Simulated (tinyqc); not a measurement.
# Changing the depletion charge N_d

Model: low-temperature mobility of a two-dimensional electron gas with static screening. Computed by tinyqc, a small Python program. Command: `OMP_NUM_THREADS=1 python tinyqc.py 3000911 3000912 out.jsonl twodeg sweep`. One thread of a shared host (Intel(R) Xeon(R) Processor @ 2.30GHz), about 0.03 s of CPU time with the checks.

One subband is filled, the gas is degenerate and scatters at the Fermi circle; one permittivity serves on both sides of the interface. All formulas are in SI units, masses times m_0. Piezoelectric and polar phonons are left out, and n_s is taken as set by a gate, independent of N_i.

Inputs (values chosen for the exercise, modelled on a strained silicon well):

| quantity | value | unit |
|---|---|---|
| in-plane mass m | 0.183 | m_0 |
| mass across the layer m_z | 0.947 | m_0 |
| permittivity eps | 11.5 | - |
| valley degeneracy g_v | 2 | - |
| sheet density n_s | 1.8e+12 | 1/cm^2 |
| roughness height Delta | 0.29 | nm |
| correlation length Lambda | 1.1 | nm |
| remote charge density N_i | 1.4e+12 | 1/cm^2 |
| distance d of the charges from the interface | 3 | nm |
| density rho | 2329 | kg/m^3 |
| sound velocity v_l | 8830 | m/s |
| deformation potential D_A | 8.5 | eV |
| temperature T | 40 | K |

Wave function: ideal sheet. Roughness spectrum: Gaussian.

Constants: m_0 = 9.1093837015e-31 kg; e = 1.602176634e-19 C; eps_0 = 8.8541878128e-12 F/m; hbar = 1.054571817e-34 J s; k_B = 1.380649e-23 J/K.

Method:
- k_F = sqrt(2 pi n_s/g_v); E_F = hbar^2 k_F^2/(2 m); q_TF = g_v m e^2/(2 pi eps eps_0 hbar^2); Fang-Howard parameter b = [12 m_z e^2 (N_d + 11 n_s/32)/(eps eps_0 hbar^2)]^(1/3), mean depth 3/b; effective field F = e (N_d + n_s/2)/(eps eps_0).
- Form factors of a sheet of zero thickness: G(q) = 1, P(q) = exp(-q d). Dielectric function eps(q) = 1 + q_TF G(q)/q, with q = 2 k_F sin(theta/2).
- Roughness: <|U|^2> = (e F)^2 S(q), S = pi Delta^2 Lambda^2 exp(-q^2 Lambda^2/4).
- 1/tau_t = (m/(pi hbar^3)) int_0^pi (1 - cos theta) <|U|^2>/eps(q)^2 dtheta; the quantum rate 1/tau_q drops the factor (1 - cos theta); 200 Gauss-Legendre points in s with theta = pi s^2, s from 0 to 1; mu = e tau_t/m.
- Remote charges: <|U|^2> = N_i [e^2 P(q)/(2 eps eps_0 q)]^2.
- Unscreened deformation potential in equipartition: 1/tau = m D_A^2 k_B T I/(rho v_l^2 hbar^3), I = int |psi|^4 dz = 3 b/16 for the Fang-Howard function (used for both wave-function options); mu = e tau/m. Bloch-Grueneisen temperature T_BG = 2 hbar v_l k_F/k_B.
- At the Fermi circle the rates add, so 1/mu is the sum; sheet resistance 1/(n_s e mu); mean free path hbar k_F mu/e; the quantum time adds the rates 1/tau_q, with the isotropic acoustic rate e/(m mu).

One run for each value:

| depletion charge N_d (1/cm^2) | roughness mobility (cm^2/(V s)) | mean depth (nm) | acoustic mobility (cm^2/(V s)) | effective field F (MV/cm) | mobility mu (cm^2/(V s)) | remote-charge mobility (cm^2/(V s)) |
|---|---|---|---|---|---|---|
| 1.00e+10 | 6.659e+05 | 2.635 | 56162 | 0.1432 | 6115 | 6934 |
| 2.30e+10 | 6.473e+05 | 2.617 | 55780 | 0.1452 | 6109 | 6934 |
| 5.10e+10 | 6.098e+05 | 2.580 | 54991 | 0.1496 | 6096 | 6934 |
| 1.20e+11 | 5.301e+05 | 2.497 | 53223 | 0.1605 | 6065 | 6934 |
| 2.60e+11 | 4.098e+05 | 2.357 | 50232 | 0.1825 | 6004 | 6934 |
| 5.90e+11 | 2.484e+05 | 2.119 | 45167 | 0.2344 | 5869 | 6934 |
| 1.30e+12 | 1.139e+05 | 1.817 | 38719 | 0.3462 | 5592 | 6934 |
| 3.00e+12 | 3.626e+04 | 1.470 | 31339 | 0.6137 | 4909 | 6934 |

What does the table show, and why?

Over the rows, roughness mobility (cm^2/(V s)) falls from 666000 to 36300 (exponent d ln y / d ln x -0.034 between the first rows and -1.4 between the last); mean depth (nm) falls from 2.64 to 1.47 (exponent d ln y / d ln x -0.0082 between the first rows and -0.25 between the last); acoustic mobility (cm^2/(V s)) falls from 56200 to 31300 (exponent d ln y / d ln x -0.0082 between the first rows and -0.25 between the last). Depletion charge adds to the field in full, the gas itself by half; it thins the layer, which raises int |psi|^4 dz and with it the phonon rate.

Caution (all rows): k_B T exceeds a quarter of E_F, so scattering at the Fermi circle alone and zero-temperature screening are rough. Caution (all rows): T is not well above T_BG, where phonon scattering freezes out faster than equipartition says; the acoustic mobility is a lower bound.
